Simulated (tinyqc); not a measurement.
Inside a calculation. Model: elastic trap-assisted tunnelling through a dielectric.

tinyqc, about 0.04 s, one thread, Intel Xeon 2.30GHz (shared host): `OMP_NUM_THREADS=1 python tinyqc.py 2370166 2370167 out.jsonl` Printed values are rounded.

Emitter at x = 0 (Fermi level 0), collector at x = t (Fermi level -V), band edge U(x) = phi - F x, F = V/t. A trap at x has the energy E = U(x) - Et. With G(u) = (4/(3 F)) sqrt(mo/C) max(u, 0)^1.5, C = hbar^2/(2 m0): S1 = G(phi - E) - G(Et), S2 = G(Et) - G(phi - V - E), T1,2 = exp(-S1,2). The steady rate through one trap is nu T1 T2 (f1 - f2)/(T1 + T2), f1 = f(E), f2 = f(E + V), f(y) = 1/(1 + exp(y/Vt)); both contacts offer states at E.

Values chosen for this exercise; dielectric values close to those of aluminium oxide:
- T = 300 K (temperature)
- phi = 2.59 eV (barrier above the emitter Fermi level)
- mo = 0.4 m0 (tunnelling mass)
- t = 3.7 nm (thickness)
- Et = 2.24 eV (trap depth below the band edge of the dielectric)
- Nt = 2.6e17 cm^-3 (trap density)
- nu = 1e13 1/s (attempt frequency)
- n = 9 (points of the grid)
- V = 1.52 V (voltage)
- xa = 1.05 nm (left end of the grid)
- xb = 2.29 nm (right end of the grid)

Constants: q = 1.602176634e-19 C, kB = 1.380649e-23 J/K, hbar = 1.054571817e-34 J s, m0 = 9.1093837015e-31 kg, Vt = kB T/q, hbar^2/(2 m0) = 0.0380998212 eV nm^2. Results are converted to the units shown.

Range of the model: Phonon-assisted (inelastic) capture, chains of traps and a spread of trap depths are left out.

## Rate through a trap near the best position

n equally spaced x from xa to xb, where nearly all of the current flows; J = q Nt times the integral of the rate, by Simpson's rule.

| point | x (nm) | E (eV) | S1 | S2 | f1 - f2 | rate (1/s) |
|---|---|---|---|---|---|---|
| 0 | 1.05000 | -0.081351 | 10.6594 | 22.2643 | 0.958783 | 2053.26 |
| 1 | 1.20500 | -0.145027 | 12.3109 | 21.1718 | 0.996352 | 6361.67 |
| 2 | 1.36000 | -0.208703 | 13.9817 | 20.0502 | 0.999688 | 19551.2 |
| 3 | 1.51500 | -0.272378 | 15.6716 | 18.9003 | 0.999973 | 59540.3 |
| 4 | 1.67000 | -0.336054 | 17.3804 | 17.7229 | 0.999998 | 1.17506e5 |
| 5 | 1.82500 | -0.399730 | 19.1079 | 16.5184 | 1.00000 | 46786.4 |
| 6 | 1.98000 | -0.463405 | 20.8539 | 15.2876 | 1.00000 | 8742.12 |
| 7 | 2.13500 | -0.527081 | 22.6182 | 14.0310 | 1.00000 | 1503.03 |
| 8 | 2.29000 | -0.590757 | 24.4006 | 12.7490 | 1.00000 | 252.901 |

J = 1.61564e-4 A/cm^2

A converged quadrature gives 1.691e-4 A/cm^2; this grid is 4.5 % below that. The rate peaks at x = 1.67 nm; traps sink below the emitter Fermi level beyond x = 0.852 nm.

## The best-placed trap against direct tunnelling

xs = 1.67 nm

At x = xs: E, S1, S2 and the occupation (T1 f1 + T2 f2)/(T1 + T2). Direct tunnelling at E = 0 has S = (4/(3 F)) sqrt(mo/C) [phi^1.5 - max(phi - V, 0)^1.5].

E = -0.336054 eV
S1 = 17.3804
S2 = 17.7229
occupation = 0.584794
S of direct tunnelling = 32.1947

The harder of the two steps has S = 17.7, 55.0 % of the direct exponent: the trap splits one long tunnelling path into two short ones.
